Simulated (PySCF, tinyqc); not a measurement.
Inside a calculation. Method: RHF in the sto-3g basis, for H3-, spin multiplicity 1. The basis has no diffuse functions, so it cannot describe the extra electron: this is an exercise in the method, not the real anion. The lowest restricted solution is unstable here: a spin-polarised one lies 0.2031 hartree lower (PySCF). One step of it, computed by the program tinyqc.

Question. Iteration 1: building the Fock matrix. J_ij = sum D_kl (ij|kl), K_ij = sum D_kl (ik|jl); F = H + J - 0.5 K; E = tr D H + tr D J / 2 - 0.25 tr D K + E_nn.

D at the start:
```
           1H 1s      2H 1s      3H 1s
1H 1s   1.766378  -0.883459  -0.883100
2H 1s  -0.883459   1.766378  -0.883100
3H 1s  -0.883100  -0.883100   1.766561
```

core Hamiltonian H = T + V (hartree):
```
           1H 1s      2H 1s      3H 1s
1H 1s  -1.154931  -0.400779  -0.400654
2H 1s  -0.400779  -1.154931  -0.400654
3H 1s  -0.400654  -0.400654  -1.154884
```

Two-electron integrals (ij|kl) in chemists' order, unique and non-zero (hartree):
```
(11|11) 0.774606   (21|11) 0.130303   (21|21) 0.033896   (22|11) 0.339279
(22|21) 0.130303   (22|22) 0.774606   (31|11) 0.130255   (31|21) 0.028459
(31|22) 0.090421   (31|31) 0.033873   (32|11) 0.090421   (32|21) 0.028459
(32|22) 0.130255   (32|31) 0.028451   (32|32) 0.033873   (33|11) 0.339236
(33|21) 0.090441   (33|22) 0.339236   (33|31) 0.130255   (33|32) 0.130255
(33|33) 0.774606
```

nuclear repulsion = 1.03615054 hartree

Give: Coulomb J; exchange K; Fock matrix F; total energy of this density.

Answer.

Coulomb J (hartree):
```
        1H 1s   2H 1s   3H 1s
1H 1s  1.9468  0.4597  0.4595
2H 1s  0.4597  1.9468  0.4595
3H 1s  0.4595  0.4595  1.9469
```

exchange K (hartree):
```
         1H 1s    2H 1s    3H 1s
1H 1s   0.9774  -0.0291  -0.0291
2H 1s  -0.0291   0.9774  -0.0291
3H 1s  -0.0291  -0.0291   0.9777
```

Fock matrix F (hartree):
```
        1H 1s   2H 1s   3H 1s
1H 1s  0.3032  0.0734  0.0734
2H 1s  0.0734  0.3032  0.0734
3H 1s  0.0734  0.0734  0.3032
```

total energy of this density = -0.353452 hartree
